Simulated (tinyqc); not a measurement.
Plane-wave Kohn-Sham cycle with exchange-only LDA in a layered model solid, step by step. One step of it, computed by the program tinyqc.

Task: Iteration 1: levels at that k. Diagonalise the Hermitian matrix.

H (hartree), lower triangle:
```
           -3         -2         -1         +0         +1         +2        +3
-3   0.412975
-2  -0.235000   0.033521
-1   0.070000  -0.235000  -0.177287
+0   0.000000   0.070000  -0.235000  -0.219448
+1   0.000000   0.000000   0.070000  -0.235000  -0.092964
+2   0.000000   0.000000   0.000000   0.070000  -0.235000   0.202167
+3   0.000000   0.000000   0.000000   0.000000   0.070000  -0.235000  0.665945
```

Give: eigenvalues.

Result:

eigenvalues (hartree): -0.498  -0.337  -0.124  0.099  0.306  0.579  0.800
